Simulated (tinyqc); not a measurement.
Abrupt p-n junction, non-linear Poisson equation by Newton steps: one step of the calculation.

One dimension, p side on the left, n side on the right; net doping C = -Na for x < 0 and +Nd for x > 0. The potential psi is counted from the intrinsic level, and the quasi-Fermi potentials are flat: 0 for holes and -V for electrons, so n = ni exp((psi + V)/Vt) and p = ni exp(-psi/Vt) (Boltzmann statistics, full ionisation, no current). Under reverse bias this makes the minority densities vanishingly small everywhere; they play no part in the charge.

Task. Newton step. Solve the tridiagonal system a_(i-1) d_(i-1) + b_i d_i + a_i d_(i+1) = -F_i for nodes 1 to 15, with d = 0 on fixed nodes. If the largest |d| exceeds 4 Vt, the whole step is scaled down so that it equals 4 Vt.

Values chosen for this exercise: temperature T = 273 K.

Constants: q = 1.602176634e-19 C, kB = 1.380649e-23 J/K, Vt = kB T/q. Results are converted to the units shown.

| interval | coupling a_i (F/cm^2) |
|---|---|
| 0 | 1.1780989e-8 |
| 1 | 2.0390173e-8 |
| 2 | 3.5490845e-8 |
| 3 | 6.1914686e-8 |
| 4 | 1.0737104e-7 |
| 5 | 1.8683506e-7 |
| 6 | 3.2499279e-7 |
| 7 | 5.6548746e-7 |
| 8 | 5.1721414e-7 |
| 9 | 4.6863602e-7 |
| 10 | 4.3057421e-7 |
| 11 | 3.9088995e-7 |
| 12 | 3.5942000e-7 |
| 13 | 3.2624277e-7 |
| 14 | 2.9249351e-7 |
| 15 | 2.7362297e-7 |

| node | diagonal b (F/cm^2) | residual F (C/cm^2) |
|---|---|---|
| 1 | -2.1439356e-6 | 3.1053836e-9 |
| 2 | -5.5881018e-8 | ~0 |
| 3 | -9.7405530e-8 | ~0 |
| 4 | -1.6928572e-7 | ~0 |
| 5 | -2.9420610e-7 | ~0 |
| 6 | -5.1182786e-7 | ~0 |
| 7 | -8.9048026e-7 | -1.1442679e-19 |
| 8 | -1.0827016e-6 | -1.7009149e-16 |
| 9 | -9.8589105e-7 | -2.6561767e-13 |
| 10 | -9.1142755e-7 | -8.5138911e-11 |
| 11 | -1.2005686e-6 | -2.6349357e-9 |
| 12 | -1.8923200e-6 | -8.1475612e-10 |
| 13 | -2.1992395e-6 | -2.5096762e-11 |
| 14 | -2.3514685e-6 | -5.5338716e-13 |
| 15 | -2.4650560e-6 | -8.5044671e-15 |

| node | psi after iteration 1 (V) |
|---|---|
| 0 | -1.5434088 |
| 1 | -1.5359367 |
| 2 | -0.4684518 |
| 3 | 1.2536730 |
| 4 | 2.6057005 |
| 5 | 3.5062039 |
| 6 | 4.0637125 |
| 7 | 4.3974367 |
| 8 | 4.5935990 |
| 9 | 4.7628403 |
| 10 | 4.8947800 |
| 11 | 4.9734483 |
| 12 | 4.9972726 |
| 13 | 5.0017660 |
| 14 | 5.0025160 |
| 15 | 5.0026239 |
| 16 | 5.0026384 |

Find: Newton step d, before damping; psi after iteration 2.

Result.

| node | Newton step d, before damping (1e-3 V) |
|---|---|
| 1 | 1.440 |
| 2 | -0.862 |
| 3 | -2.185 |
| 4 | -2.943 |
| 5 | -3.380 |
| 6 | -3.632 |
| 7 | -3.776 |
| 8 | -3.859 |
| 9 | -3.950 |
| 10 | -4.050 |
| 11 | -4.076 |
| 12 | -1.316 |
| 13 | -0.231 |
| 14 | -0.033 |
| 15 | -0.004 |

| node | psi after iteration 2 (V) |
|---|---|
| 0 | -1.543 |
| 1 | -1.534 |
| 2 | -0.469 |
| 3 | 1.251 |
| 4 | 2.603 |
| 5 | 3.503 |
| 6 | 4.060 |
| 7 | 4.394 |
| 8 | 4.590 |
| 9 | 4.759 |
| 10 | 4.891 |
| 11 | 4.969 |
| 12 | 4.996 |
| 13 | 5.002 |
| 14 | 5.002 |
| 15 | 5.003 |
| 16 | 5.003 |

tinyqc, about 0.04 s, one thread, Intel Xeon 2.30GHz (shared host): `OMP_NUM_THREADS=1 python tinyqc.py 2000051 2000052 out.jsonl`

~0 in a residual or rate marks an entry under 1e-11 of the largest of its column.
